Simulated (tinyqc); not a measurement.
Changing the photon flux entering: surface photovoltage measurement of the minority-carrier diffusion length in a wafer. Computed by tinyqc, a small Python program. Command: `OMP_NUM_THREADS=1 python tinyqc.py 3130339 3130340 out.jsonl spv sweep`. One thread of a shared host (Intel(R) Xeon(R) Processor @ 2.30GHz), about 0.01 s of CPU time with the checks.

Low injection, steady light, a depletion layer much thinner than 1/alpha and L. The excess density dn is taken at the front edge of the neutral region; light that reaches the back is lost.

Inputs (values chosen for the exercise, modelled on p-type silicon at room temperature):
```
quantity                                             value        unit
diffusion length L                                     130  micrometre
wafer thickness W                                      775  micrometre
diffusivity D                                         27.6      cm^2/s
front recombination velocity S_f                      7500        cm/s
back recombination velocity S_b                      15000        cm/s
minority density at the surface barrier scale n_0  1.6e+10      1/cm^3
temperature T                                          298           K
wavelength                                             804          nm
```

Constants: k_B = 8.617333262e-05 eV/K.

Method:
- alpha = (84.732/lambda - 76.417)^2 per cm with lambda in micrometre (an empirical fit for silicon between 0.7 and 1.05 micrometre).
- Thick wafer: dn = Phi L/((S_f + D/L)(L + 1/alpha)). Finite wafer, with s = S_b L/D, w = W/L, a = alpha L: dn = [Phi a/(a^2 - 1)] [a - B - exp(-alpha W)(a - s)/(cosh w + s sinh w)]/(S_f + B D/L), B = (sinh w + s cosh w)/(cosh w + s sinh w).
- Photovoltage V = (k_B T/e) ln(1 + dn/n_0). Lifetime = L^2/D.

One run for each value:
```
photon flux entering (1/(cm^2 s))  photovoltage V (mV)  dn, finite wafer (1/cm^3)
1.00e+10                                    1.5278e-03                 9.5192e+05
1.00e+11                                    1.5274e-02                 9.5192e+06
1.00e+12                                    1.5233e-01                 9.5192e+07
1.00e+13                                    1.4841e+00                 9.5192e+08
1.00e+14                                    1.1988e+01                 9.5192e+09
1.00e+15                                    4.9784e+01                 9.5192e+10
1.00e+16                                    1.0535e+02                 9.5192e+11
```

Over the rows, photovoltage V (mV) rises from 0.00153 to 105 (exponent d ln y / d ln x 1.00 between the first rows and 0.33 between the last); dn, finite wafer (1/cm^3) rises from 952000 to 9.52e11 (exponent d ln y / d ln x about 1.0 throughout). At the low end the exponent of photovoltage V is 1.00, close to 1: the linear range.

Caution (rows 1.00e14, 1.00e15, 1.00e16): dn is not small against n_0, so V is not linear in the flux; the constant-flux reading then needs dn, not V.

Extremes, crossings and ranges named in words are read from the listed rows.
